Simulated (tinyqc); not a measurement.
Anisotropic elasticity and sound waves of a cubic crystal: one step, computed by the program tinyqc. Command: `OMP_NUM_THREADS=1 python tinyqc.py 3028168 3028169 out.jsonl cubicelastic walk`. One thread of a shared host (Intel(R) Xeon(R) Processor @ 2.30GHz), about 0.01 s of CPU time with the checks.

Voigt order 1..6 = xx, yy, zz, yz, xz, xy, with engineering shear strains. The rotated frame has x' as named, z' along the wafer normal and y' = z' x x'.

Problem. Thermal stress in a film with this orientation. On cooling, a thick substrate imposes eps_1 = eps_2 = (alpha_film - alpha_substrate) Delta T and eps_6 = 0; the free surface sets sigma_3 = sigma_4 = sigma_5 = 0, which fixes eps_3, eps_4, eps_5. Biaxial modulus M = (sigma_1 + sigma_2)/(2 eps); energy density M eps^2. Elastic response and constant coefficients are assumed.

Inputs (values chosen for the exercise, for a model crystal): expansion coefficient of the film = 14 ppm/K; expansion coefficient of the substrate = 7.5 ppm/K; cooling Delta T = 200 K.

Frame: (001) wafer, x' along [210].

C' (GPa), lower triangle (symmetric):
```
,1,2,3,4,5,6
1,566.6
2,262.4,566.6
3,296.0,296.0,533.0
4,0.0,0.0,0.0,171.0
5,0.0,0.0,0.0,0.0,171.0
6,25.2,-25.2,0.0,0.0,0.0,137.4
```

Give: in-plane strain; elastic strain along the normal; stress along x'; stress along y'; biaxial modulus M; energy density.

Solution.

in-plane strain = 1.3 per mille

elastic strain along the normal = -1.4439 per mille

stress along x' = 650.30 MPa

stress along y' = 650.30 MPa

biaxial modulus M = 500.23 GPa

energy density = 0.84540 MJ/m^3

The film ends in tension. Caution: the thermal stress of this film exceeds 200 MPa, which can relax by slip, cracking or buckling in a real film.
